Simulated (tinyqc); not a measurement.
Worked calculation: carbon nanotube by zone folding. Values are carried at full precision from step to step, so a last printed digit may differ when a step is redone from the rounded ones.

Circumference C = n a1 + m a2, a = sqrt3 acc; d = a sqrt(n^2 + nm + m^2)/pi; tan(theta) = sqrt3 m/(2n + m); dR = gcd(2n + m, 2m + n); T = t1 a1 + t2 a2 with t1 = (2m + n)/dR, t2 = -(2n + m)/dR, |T| = sqrt3 pi d/dR; N = 2 (n^2 + nm + m^2)/dR hexagons a cell. On cutting line mu = 0 to N - 1 at x = k|T|/(2 pi) the phases are p1 = 2 pi (-t2 mu + m x)/N, p2 = 2 pi (t1 mu - n x)/N, and E = -/+ t |1 + exp(i p1) + exp(i p2)|.

Parameters, chosen for this exercise (near those used for carbon; not measured data):

| symbol | value | unit | meaning |
|---|---|---|---|
| n | 14 |  | chiral index |
| m | 14 |  | chiral index |
| acc | 1.42 | angstrom | bond length |
| t | 2.8 | eV | hopping |
| mu | 14 |  | cutting line |
| x | 0.2 |  | position on the line |

## Geometry

Form d, theta, dR, t1, t2, N and |T|, and (n - m) mod 3.

d = 18.984 angstrom
theta = 30.00 degrees

dR, t1, t2, N: 42  1  -1  28

|T| = 2.460 angstrom
(n - m) mod 3 = 0

A cutting line passes through K: metallic in zone folding; armchair, 56 atoms a cell.

## One point of one line

Form the phases and the energy.

p1, p2 (rad): 3.76991  2.51327

E of the upper band = 1.7305 eV

## Band edges

The three lowest distinct minima of E along the lines, doubled (the transition between mirror bands), against the cone: 2 t acc j/d with j = 1, 2, 4 for semiconducting and 0, 3, 3 for metallic tubes.

Transitions (eV):

| order | zone folding | cone |
|---|---|---|
| 1 | 0.0000 | 0.0000 |
| 2 | 1.2461 | 1.2566 |

For an armchair tube the lines on both sides of K are mirror images, so the first pair stays degenerate. Measured optical lines also hold self-energy and exciton terms.

## The small gap from curvature

Rolling tilts the orbitals and moves K off the line: Eg = (3/4) t (acc/d)^2 |cos(3 theta)| in the estimate used here (misalignment of pi orbitals alone).

gap = 0.0 meV

It vanishes for armchair tubes.

(tinyqc, `OMP_NUM_THREADS=1 python tinyqc.py 1482592 1482593 out.jsonl`, Intel(R) Xeon(R) Processor @ 2.30GHz, 1 thread, shared host, about 0.03 s.)
